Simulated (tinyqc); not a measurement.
Worked calculation: extended Hueckel theory, for H4. One step of it, computed by the program tinyqc.

Question. Wolfsberg-Helmholz matrix. H_ij = K' S_ij (H_ii + H_jj)/2 for i != j (the diagonal keeps H_ii), with K' = K + D^2 + D^4 (1 - K), D = (H_ii - H_jj)/(H_ii + H_jj), K = 2.

overlap S, lower triangle:
```
          1H 1s     2H 1s     3H 1s     4H 1s
1H 1s  1.000000
2H 1s  0.488058  1.000000
3H 1s  0.126857  0.526667  1.000000
4H 1s  0.022507  0.126857  0.488058  1.000000
```

diagonal H_ii (eV): 1H 1s -13.600000, 2H 1s -13.600000, 3H 1s -13.600000, 4H 1s -13.600000

K = 2.000000

Give: H.

Answer.

H (eV), lower triangle:
```
          1H 1s     2H 1s     3H 1s     4H 1s
1H 1s  -13.6000
2H 1s  -13.2752  -13.6000
3H 1s   -3.4505  -14.3254  -13.6000
4H 1s   -0.6122   -3.4505  -13.2752  -13.6000
```
